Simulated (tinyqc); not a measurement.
Hueckel theory of the pi electrons, for the molecule C=CC=C(O)C(=C)Cl (SMILES; centres numbered as the heavy atoms are written), step by step. Computed by tinyqc, a small Python program that keeps every step. Settings: charge = 0. Command: `OMP_NUM_THREADS=1 python tinyqc.py 28031 28032 out.jsonl` (the two numbers bound the seeds that draw the settings). One thread of a shared host (Intel(R) Xeon(R) Processor @ 2.60GHz), about 0.01 s of CPU time with the checks.

## The Hueckel matrix

Centres:
```
centre,"z_r, pi electrons of the neutral centre",h
1C,1,0.0000
2C,1,0.0000
3C,1,0.0000
4C,1,0.0000
5O,2,2.0000
6C,1,0.0000
7C,1,0.0000
8Cl,2,2.0000
```

Bonds:
```
i,j,k
1,2,1
2,3,1
3,4,1
4,5,0.8000
4,6,1
6,7,1
6,8,0.4000
```

H_rr = alpha + h_r beta, H_rs = k_rs beta for bonded centres.

Hueckel matrix in units of beta (H = alpha + beta A), lower triangle:
```
,1C,2C,3C,4C,5O,6C,7C,8Cl
1C,0.0000
2C,1.0000,0.0000
3C,0.0000,1.0000,0.0000
4C,0.0000,0.0000,1.0000,0.0000
5O,0.0000,0.0000,0.0000,0.8000,2.0000
6C,0.0000,0.0000,0.0000,1.0000,0.0000,0.0000
7C,0.0000,0.0000,0.0000,0.0000,0.0000,1.0000,0.0000
8Cl,0.0000,0.0000,0.0000,0.0000,0.0000,0.4000,0.0000,2.0000
```

## Orbitals

pi electrons, sum of z_r less the charge = 10

Diagonalise; E = alpha + x beta with beta < 0, so the largest x are filled first; degenerate levels share their electrons. P = sum n_i c_ri c_si; each orbital has its largest coefficient positive (the first on a tie).

x values: 2.4649  2.0896  1.5536  1.1380  0.3761  -0.4953  -1.2693  -1.8577

occupations: 2.0000  2.0000  2.0000  2.0000  2.0000  0.0000  0.0000  0.0000

coefficients:
```
,MO1,MO2,MO3,MO4,MO5,MO6,MO7,MO8
1C,0.0448,-0.0073,0.3598,-0.3155,0.5489,-0.4894,-0.4314,-0.2049
2C,0.1105,-0.0152,0.5590,-0.3590,0.2065,0.2424,0.5476,0.3806
3C,0.2275,-0.0244,0.5087,-0.0931,-0.4713,0.3693,-0.2637,-0.5022
4C,0.4502,-0.0359,0.2313,0.2531,-0.3837,-0.4253,-0.2129,0.5523
5O,0.7747,-0.3203,-0.4146,-0.2349,0.1890,0.1363,0.0521,-0.1145
6C,0.2625,0.2057,0.1824,0.5691,0.1757,-0.2678,0.4923,-0.4322
7C,0.1065,0.0984,0.1174,0.5001,0.4671,0.5407,-0.3878,0.2326
8Cl,0.2258,0.9183,-0.1634,-0.2641,-0.0433,0.0429,-0.0602,0.0448
```

charge and bond-order matrix P, lower triangle:
```
,1C,2C,3C,4C,5O,6C,7C,8Cl
1C,1.0648
2C,0.8657,0.9930
3C,-0.0718,0.4920,1.0838
4C,-0.3737,0.0190,0.7565,0.9376
5O,0.1315,-0.0360,-0.1883,0.2647,1.9312
6C,-0.0144,-0.0804,0.0234,0.4592,-0.0773,0.9984
7C,0.2899,-0.0144,-0.3703,0.0378,-0.0537,0.8725,1.0062
8Cl,0.0084,0.0111,-0.0185,-0.0386,0.0048,0.1210,-0.1140,1.9850
```

## Energy, charges, bond orders

E = sum n x; q_r = z_r - P_rr; bond order p = P_rs; free valence = sqrt(3) - sum of p over the bonds of the atom.

pi energy = 10 alpha + this times beta = 15.2445

pi charges: 1C -0.0648, 2C 0.0070, 3C -0.0838, 4C 0.0624, 5O 0.0688, 6C 0.0016, 7C -0.0062, 8Cl 0.0150

Bond orders and lengths from R = 1.517 - 0.180 p (angstrom, C-C alone):
```
bond,p,R
1-2,0.8657,1.3612
2-3,0.4920,1.4284
3-4,0.7565,1.3808
4-5,0.2647,-
4-6,0.4592,1.4343
6-7,0.8725,1.3599
6-8,0.1210,-
```

free valence of the carbons: 1C 0.8664, 2C 0.3743, 3C 0.4835, 4C 0.2517, 6C 0.2793, 7C 0.8595

gap between the highest filled and the next level = 0.8714 |beta|
